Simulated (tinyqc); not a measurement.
Surface potential of a MOS transistor: implicit equation and explicit approximations: two steps of the calculation.

p-type body, charge-sheet picture, depletion and inversion only, full ionisation (an idealisation for deep acceptors), Boltzmann statistics (rough once Na exp(x - xn) passes about Nc/7). In units of Vt: xg = (Vg - Vfb)/Vt, x = psi/Vt, G = gamma/sqrt(Vt), xn = (2 phiF + Vc)/Vt. The implicit equation is (xg - x)^2 = G^2 [x - 1 + exp(x - xn)] for x above about 3. Cox = eps0 eox/tox.

Values chosen for this exercise; band and dielectric values close to those of silicon:
- T = 350 K (temperature)
- Eg = 1.1 eV (band gap)
- eps_r = 11.5 (relative permittivity)
- Nc = 3.59e19 cm^-3 (conduction-band density of states at T)
- Nv = 3.35e19 cm^-3 (valence-band density of states at T)
- eox = 7.37 (relative permittivity of the gate insulator (close to silicon nitride))
- tox = 2.8 nm (insulator thickness)
- Na = 1.6e18 cm^-3 (acceptor density)
- Vfb = -0.61 V (flat-band voltage)
- Vc = 1 V (channel-body voltage)
- Vg = 2.34 V (gate-body voltage)

Constants: q = 1.602176634e-19 C, kB = 1.380649e-23 J/K, Vt = kB T/q, eps0 = 8.8541878128e-14 F/cm where lengths are in cm. Results are converted to the units shown.

Problem 1. Scales. ni = sqrt(Nc Nv) exp(-Eg/(2 Vt)), Eg in volts; phiF = Vt ln(Na/ni); gamma = sqrt(2 q eps0 eps_r Na)/Cox; VT = Vfb + Vt (xn + G sqrt(xn - 1)).

Give: phiF; gamma; G; xn; VT; xg.

Solution 1.

phiF = 0.45722 V
gamma = 0.31002 V^0.5
G = 1.7852
xn = 63.475
VT = 1.7300 V
xg = 97.810

Problem 2. New x. D = exp(x - xn), f = (xg - x)^2 - G^2 (x - 1 + D), f' = -2 (xg - x) - G^2 (1 + D), x(new) = x - f/f'.

x after iteration 1 = 68.837907
G = 1.7851504
xn = 63.474833
xg = 97.809510

Wanted: D; f; f'; x after iteration 2.

Solution 2.

D = 213.4
f = -56.82
f' = -741.1
x after iteration 2 = 68.76

Program tinyqc, `OMP_NUM_THREADS=1 python tinyqc.py 2122188 2122189 out.jsonl`; Intel Xeon 2.30GHz, shared host, one thread, about 0.01 s.
